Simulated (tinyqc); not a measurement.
Trench capacitor in an array: capacitance, non-linearity, leakage and relaxation: one step of the calculation.

A film between two metal electrodes, each interface adding a series capacitance ci. The small-signal permittivity is ek (1 + aq E^2); the field is found with the linear permittivity. Leakage J = J0 sinh(E/Ef). After a voltage step the film passes a relaxation current kr C V tt^(-nr), tt being the time in seconds. The sidewall is a coaxial capacitor with radii a = dm/2 - t and b = dm/2, depth AR dm; the end face is left out.

Task. Planar capacitance, field and non-linearity. Planar film: Cf = eps0 ek/t, 1/C = 1/Cf + 2/ci, EOT = 3.9 eps0/C, effective permittivity C t/eps0, E = (V/t) C/Cf; quadratic coefficient [C(V)/C - 1]/V^2 with Cf (1 + aq E^2) in C(V).

Values chosen for this exercise; permittivity of the order of that of titanium dioxide: relative permittivity of the film ek = 81.8; film thickness t = 24 nm; capacitance of each electrode interface (dead layer and screening) ci = 130 uF/cm^2; quadratic field coefficient of the permittivity aq = 0.028 cm^2/MV^2; bias V = 1.1 V; leakage prefactor J0 = 6.1e-11 A/cm^2; field for an e-fold rise of the leakage Ef = 0.26 MV/cm.

Constants: eps0 = 8.8541878128e-14 F/cm where lengths are in cm. Results are converted to the units shown.

Give: Cf; C; EOT; effective permittivity; E; quadratic coefficient; J.

Result.

Cf = 3.018 uF/cm^2
C = 2.884 uF/cm^2
EOT = 1.197 nm
effective permittivity = 78.17
E = 0.4380 MV/cm
quadratic coefficient = 4241 ppm/V^2
J = 1.587e-10 A/cm^2

The interfaces take 4.44 % of the voltage.

Numbers from tinyqc (`OMP_NUM_THREADS=1 python tinyqc.py 2102148 2102149 out.jsonl`; about 0.01 s on one thread of a shared Intel Xeon 2.30GHz).
